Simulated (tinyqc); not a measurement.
Density of states of one tight-binding band on the square lattice: one step. Energies on the mesh.

E(k) = -2 t (c1 + c2) - 4 t2 c1 c2 with ci = cos(2 pi ki); k in fractions of the reciprocal vectors, mesh k_i = j/N with j = 0 .. N-1. Densities are per cell and per spin, so the band holds one state.

Parameters, chosen for this exercise:
```
symbol  value  unit  meaning
t       1.32   eV    nearest hopping
t2      -0.17  eV    second hopping
N       5            mesh points along each axis
```

Question. Evaluate the band at all 25 points and collect equal values.

Give: Distinct energies.

Answer.

Distinct energies:
```
E_k (eV)  points
-4.6000        1
-3.2457        4
-1.5667        4
-1.0543        4
1.1500         8
4.7167         4
```

The 25 points give 6 distinct energies between -4.6000 and 4.7167 eV; a dense mesh gives a band from -4.600 to 5.960 eV.

Run: tinyqc, `OMP_NUM_THREADS=1 python tinyqc.py 1650086 1650087 out.jsonl`; Intel(R) Xeon(R) Processor @ 2.30GHz, one thread, shared host; about 0.09 s of CPU time with all checks.
